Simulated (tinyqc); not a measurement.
# Worked calculation: short-channel transistor, virtual-source model with series resistance

Program tinyqc, `OMP_NUM_THREADS=1 python tinyqc.py 2380104 2380105 out.jsonl`; Intel Xeon 2.30GHz, shared host, one thread, about 0.01 s. Printed values are rounded.

The current per gate width is the charge at the top of the source barrier (the virtual source) times its velocity times a saturation function; al and be are fitting constants of the model. Units: I in uA/um, Rs in ohm um, so I Rs = 1e-6 I Rs in volts; Q in uC/cm^2, so I = 1e-4 Q vx0 Fsat with vx0 in cm/s.

Parameters, values chosen for the exercise:

| symbol | value | unit | meaning |
|---|---|---|---|
| T | 293 | K | temperature |
| Cinv | 2.75 | uF/cm^2 | inversion capacitance |
| vx0 | 1.34e7 | cm/s | velocity at the virtual source |
| mu | 300 | cm^2/(V s) | apparent mobility |
| L | 32 | nm | channel length |
| VT0 | 0.426 | V | threshold at zero drain voltage |
| dl | 0.184 | V/V | drain-induced barrier lowering |
| n0 | 1.39 |  | subthreshold factor |
| nd | 0 | 1/V | growth of n with drain voltage |
| al | 3.5 |  | threshold shift (in units of Vt) from weak to strong inversion |
| be | 1.8 |  | sharpness of saturation |
| Rs | 90 | ohm um | series resistance of each contact |
| Vgs | 1 | V | gate voltage |
| Vds | 1 | V | drain voltage |

Constants: q = 1.602176634e-19 C, kB = 1.380649e-23 J/K, Vt = kB T/q. Results are converted to the units shown.

## Iteration 1: current through the series resistance

I at the start = 0 uA/um

Intrinsic voltages Vg' = Vgs - I Rs, Vd' = Vds - 2 I Rs. n = n0 + nd Vd', VT = VT0 - dl Vd', Ff = 1/(1 + exp((Vg' - VT + al Vt/2)/(al Vt))), Q = Cinv n Vt ln(1 + exp((Vg' - VT + al Vt Ff)/(n Vt))), Vdsat = (vx0 L/mu)(1 - Ff) + Vt Ff, Fsat = u/(1 + u^be)^(1/be) with u = Vd'/Vdsat, and I(out) = Q vx0 Fsat per width. (Fsat takes the sign of u.) I(new) = I(out).

Vg' = 1 V
Vd' = 1 V
VT = 0.242 V
Ff = 1.14194e-4
Q = 2.08453 uC/cm^2
Vdsat = 0.142920 V
Fsat = 0.983637
I(out) = 2747.56 uA/um
I after iteration 1 = 2747.56 uA/um

## Iteration 2: current through the series resistance

As before.

Vg' = 0.752719 V
Vd' = 0.505439 V
VT = 0.332999 V
Ff = 0.00522253
Q = 1.15550 uC/cm^2
Vdsat = 0.142319 V
Fsat = 0.947396
I(out) = 1466.92 uA/um
I after iteration 2 = 1466.92 uA/um

## Iteration 3: current through the series resistance

As before.

Vg' = 0.867977 V
Vd' = 0.735955 V
VT = 0.290584 V
Ff = 8.80838e-4
Q = 1.58804 uC/cm^2
Vdsat = 0.142830 V
Fsat = 0.972086
I(out) = 2068.58 uA/um
I after iteration 3 = 2068.58 uA/um

## Course of the iteration: current through the series resistance

Stop when I changes by less than 1e-7 uA/um, or after 80 iterations.

Course of the iteration:
```
iteration  I (uA/um)  |change| (uA/um)
1            2747.56              2750
2            1466.92              1280
3            2068.58               602
4            1787.40               281
5            1919.07               132
6            1857.47              61.6
7            1886.30              28.8
8            1872.81              13.5
9            1879.13              6.31
...              ...               ...
25           1877.11           3.34e-5
26           1877.11           1.56e-5
27           1877.11           7.31e-6
28           1877.11           3.42e-6
29           1877.11           1.60e-6
30           1877.11           7.49e-7
31           1877.11           3.51e-7
32           1877.11           1.64e-7
33           1877.11           7.68e-8
```

Converged in 33 iterations. At the end each change is about 0.47 times the one before, with alternating sign: linear convergence.

## What the series resistance costs

converged I = 1877.11 uA/um
I0 = 2747.56 uA/um

Intrinsic voltages Vg' = Vgs - I Rs, Vd' = Vds - 2 I Rs. n = n0 + nd Vd', VT = VT0 - dl Vd', Ff = 1/(1 + exp((Vg' - VT + al Vt/2)/(al Vt))), Q = Cinv n Vt ln(1 + exp((Vg' - VT + al Vt Ff)/(n Vt))), Vdsat = (vx0 L/mu)(1 - Ff) + Vt Ff, Fsat = u/(1 + u^be)^(1/be) with u = Vd'/Vdsat, and I = Q vx0 Fsat per width. I0 is the current for Rs = 0. Effective velocity I/Q; transit time L Q/I.

loss against I0 = 31.6808 %
effective velocity = 1.29516e7 cm/s
transit time = 0.247073 ps

The carriers leave the virtual source at 96.7 % of vx0: the device is in saturation.
